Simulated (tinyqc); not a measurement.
# Bulk transistor, scale length and short-channel effects, step by step

Numbers from tinyqc (`OMP_NUM_THREADS=1 python tinyqc.py 2420087 2420088 out.jsonl`; about 0.01 s on one thread of a shared Intel Xeon 2.30GHz). Printed values are rounded.

A gate, an insulator of thickness ti and a depleted layer of depth ts on a conducting body. Below threshold the potential that source and drain add obeys Laplace's equation and vanishes on the gate and at the bottom of the depleted layer. Its lowest mode decays along the channel as exp(-k y); k is the smallest positive root of the matching condition at the interface, and the scale length is Lambda = pi/k.

Inputs (values chosen for the exercise); permittivities: semiconductor close to that of germanium, insulator close to that of silicon dioxide:
```
symbol  value  unit                                     meaning
T         300     K                                 temperature
eps_r      16        relative permittivity of the semiconductor
ei       3.89            relative permittivity of the insulator
ti        2.5    nm                         insulator thickness
ts         20    nm                             depletion depth
L          47    nm                              channel length
Vbi         1     V                     potential of the source
sT       0.46     V   potential of the barrier top at threshold
VTL      0.25     V                      long-channel threshold
m        1.51                          long-channel body factor
Vds       0.7     V                               drain voltage
```

Constants: q = 1.602176634e-19 C, kB = 1.380649e-23 J/K, Vt = kB T/q. Results are converted to the units shown.

## Scan of the matching condition

k, point 0 to 7 (1/nm): [0.0175, 0.035, 0.0525, 0.07, 0.0875, 0.105, 0.1225, 0.14]

f(k) = eps_r sin(k ti) cos(k ts) + ei cos(k ti) sin(k ts).

f(k), point 0 to 7: [1.98995, 3.56583, 4.38716, 4.24833, 3.11759, 1.14677, -1.34994, -3.94528]

The first change of sign lies between k = 0.105 and 0.1225 1/nm.

## Iteration 1: decay constant by Newton steps

k at the start = 0.1225 1/nm

f(k) = eps_r sin(k ti) cos(k ts) + ei cos(k ti) sin(k ts); f' by a central difference with +/- 1e-5 1/nm; k(new) = k - f/f'.

f = -1.34994
f' = -149.910 nm
k after iteration 1 = 0.113495 1/nm

## Iteration 2: decay constant by Newton steps

As before.

f = -0.0240297
f' = -143.429 nm
k after iteration 2 = 0.113327 1/nm

## Course of the iteration: decay constant by Newton steps

Stop when k changes by less than 1e-10 1/nm, or after 30 iterations.

Course of the iteration:
```
iteration  k (1/nm)  |change| (1/nm)
1          0.113495          9.01e-3
2          0.113327          1.68e-4
3          0.113327          1.08e-7
4          0.113327         4.40e-14
```

Converged in 4 iterations. At the end the number of correct digits about doubles with each step.

## Scale length against simple estimates

k = 0.113327 1/nm

Lambda = pi/k and l = 1/k. A parabolic potential across the structure gives l(parabolic) = sqrt((eps_r/ei) ts ti).

Lambda = 27.7214 nm
l = 8.82400 nm
l(parabolic) = 14.3407 nm

The parabolic estimate is 63 % above l.

## Threshold shift, barrier position and swing

Along the channel psi(y) = s + a exp(y/l) + b exp(-y/l) with psi(0) = Vbi, psi(L) = Vbi + Vds and l = 1/k = Lambda/pi; with A = Vbi - s, B = A + Vds, x = exp(-L/l): a = (B - A x) x/(1 - x^2), b = (A - B x)/(1 - x^2). The minimum is s + 2 sqrt(a b), at y = (l/2) ln(b/a). The long-channel potential follows the gate as s = sT + (Vg - VTL)/m, and the threshold VT is the gate voltage at which the minimum equals sT. Swing = m Vt ln 10/g at threshold, g = d(minimum)/ds = 1 - (b x + a)/((1 + x) sqrt(a b)).

s at threshold = 0.326734 V
a = 0.00666054 V
b = 0.666605 V
position of the minimum = 20.3217 nm
VT = 0.0487685 V
swing = 105.483 mV/decade

The threshold lies 201 mV below the long-channel value, and the barrier top sits at 0.43 L from the source.
